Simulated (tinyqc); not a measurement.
From results to parameters: Luttinger model of the valence bands. Computed by the program tinyqc.

Problem. In the four-band Luttinger model 1/m = g1 -/+ 2 g2 along [100] and g1 -/+ 2 g3 along [111]. Find g1, g2, g3 and the light hole mass along [111].

heavy and light hole masses along [100] (electron masses): 0.465116  0.088731
heavy hole mass along [111] = 1.408451 electron masses

Solution. The mean of the two inverse masses along [100] is g1 and a quarter of their difference is g2; g3 = (g1 - 1/m_hh[111])/2.

g1, g2, g3: 6.710  2.280  3.000
light hole mass along [111] = 0.079 electron masses
